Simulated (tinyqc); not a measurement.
Strain-driven roughening and islands of a mismatched epitaxial film: one step, computed by the program tinyqc.

Film and substrate share isotropic elastic constants; the film is coherent and biaxially strained.

Problem. A ripple of given wavelength. A ripple A cos(k x) has the surface chemical potential per volume [gamma k^2 - 2 (1 + nu) w k] A cos(k x), so k_c = 2 (1 + nu) w/gamma. With surface diffusion the amplitude grows at the rate q = B k^2 [2 (1 + nu) w k - gamma k^2], fastest at k_m = (3/4) k_c. B is the surface mobility. Stress at the trough = stress x (1 + 2 k A).

Inputs (values chosen for the exercise, modelled on Si(0.5)Ge(0.5) on Si):
```
quantity,value,unit
Poisson ratio nu,0.26,-
surface energy gamma,1.14,J/m^2
surface mobility D_s nu_s Omega^2/(k_B T),1.1e-34,m^6/(J s)
initial ripple amplitude A0,0.23,nm
ripple wavelength over the critical one,3.7,-
```

Transport: surface diffusion.

k_c = 0.1801011 1/nm

energy density w = 81.47430 MJ/m^3

growth time 1/q at k_m = 71.86434 s

Give: k; rate q; q over the largest rate; stress concentration at A0.

Solution.

k = 0.04868 1/nm

rate q = 0.001901 1/s

q over the largest rate = 0.1366

stress concentration at A0 = 1.022

The ripple grows.
